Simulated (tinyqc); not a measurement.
## Inductance and parasitic capacitance from two readings

Question. A loss-free coil L in parallel with C shows the apparent inductance L/(1 - w^2 L C), w = 2 pi f. Find L, C and the self-resonance 1/(2 pi sqrt(L C)).

apparent inductance at 3.8 and 8.9 GHz (nH): [5.0145550, 10.294547]

Answer. The inverse of the reading is 1/L - w^2 C, a straight line in w^2.

L = 4.50 nH
C = 40.0 fF
self-resonance = 11.9 GHz

tinyqc, about 0.01 s, one thread, Intel Xeon 2.30GHz (shared host): `OMP_NUM_THREADS=1 python tinyqc.py 2302152 2302153 out.jsonl`
